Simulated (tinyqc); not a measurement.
Worked calculation: Deal-Grove kinetics of thermal oxidation of silicon. Computed by tinyqc, a small Python program that keeps every step. Command: `OMP_NUM_THREADS=1 python tinyqc.py 3019192 3019193 out.jsonl oxide walk`. One thread of a shared host (Intel(R) Xeon(R) Processor @ 2.30GHz), about 0.03 s of CPU time with the checks. Intermediate numbers are printed to about 7 digits and carried at full precision; extremes and crossings named in words are read from the listed rows.

Oxidant diffuses through the oxide and reacts at the interface, so that dx/dt = B/(A + 2x) for the oxide thickness x.

Inputs (values chosen for the exercise, close to those used for silicon): prefactor B0 = 838 um^2/h; activation energy E_B = 1.22 eV; prefactor (B/A)0 = 3.77e+06 um/h; activation energy E_A = 1.99 eV; temperature T = 1125 C; oxidant pressure p = 0.25 atm; pressure exponent m of B/A = 0.79; initial oxide x_i = 0.025 um; time t = 0.63 h; temperature of step 2, T2 = 1150 C; time of step 2, t2 = 0.21 h.

Ambient: dry oxygen. Surface: (100). Extension: second step.

Constants: k_B = 8.617333262e-05 eV/K.

## Rate constants

B = B0 p exp(-E_B/(k_B T)), B/A = (B/A)0 p^m exp(-E_A/(k_B T)), p in atm; A = B/(B/A). Temperatures in kelvin are T(C) + 273.15.

parabolic constant B = 0.008386219 um^2/h

linear constant B/A = 0.08463508 um/h

length A = 0.09908679 um

Reaction at the interface limits growth while x is well below A/2 = 0.0495 um, diffusion once x is well above it.

## Thickness after the oxidation

tau = (x_i^2 + A x_i)/B and x = (A/2) [sqrt(1 + 4 B (t + tau)/A^2) - 1], the root of x^2 + A x = B (t + tau). Silicon consumed is 0.44 times the oxide grown; the rate is B/(A + 2x).

tau = 0.3699128 h

oxide thickness x = 0.05457210 um

silicon consumed = 0.01301172 um

final growth rate = 0.04027364 um/h

2x/A = 1.10: reaction and diffusion both resist, diffusion with a share 2x/(A + 2x) = 0.52.

## Full law against its linear and parabolic limits

Linear limit x = (B/A)(t + tau); parabolic limit x = sqrt(B (t + tau)).

Thickness (um):
```
t (h)       full  linear limit  parabolic limit      2x/A
0.05   0.0277614      0.035539        0.0593421  0.560345
0.1    0.0304275      0.039771        0.0627757  0.614158
0.25   0.0379396      0.052466        0.0721022  0.765785
0.5    0.0491978      0.073625        0.0854124  0.993025
1      0.0685368      0.115943        0.1071839  1.383369
2      0.0998860      0.200578        0.1409773  2.016132
4      0.1481978      0.369848        0.1914342  2.991273
8      0.2199867      0.708388        0.2649376  4.440283
16     0.3242697      1.385469        0.3705154  6.545165
32     0.4738262      2.739630        0.5210194  9.563862
```

Both limits lie above the full result, since each drops one resistance. The linear law overshoots by 28 % in the first row and 480 % in the last, the parabolic law by 110 % and 10.0 %. The better limit switches between 0.5 and 1 h; both give the same value where B (t + tau) = A^2, at 2x/A = sqrt5 - 1 = 1.24.

## A second oxidation in the same ambient

Step 2 starts from the thickness x of step 1, with B and A at T2: tau2 = (x^2 + A2 x)/B2 and x2 = (A2/2) [sqrt(1 + 4 B2 (t2 + tau2)/A2^2) - 1].

B2 = 0.01001885 um^2/h

A2 = 0.08856430 um

tau2 = 0.7796560 h

thickness after both steps x2 = 0.06469546 um

## Two steps, the one at T2 first

First t2 at T2 from x_i, then t at T from the thickness reached.

thickness after t2 at T2 = 0.03880800 um

final thickness in this order = 0.06486503 um

The order changes the result by 0.26 %: ending with the larger A gives the thicker film, since A differs between the steps and the times are not simply additive.

Checks made by the program: closed form against Runge-Kutta integration of dx/dt (relative difference below 1e-10).
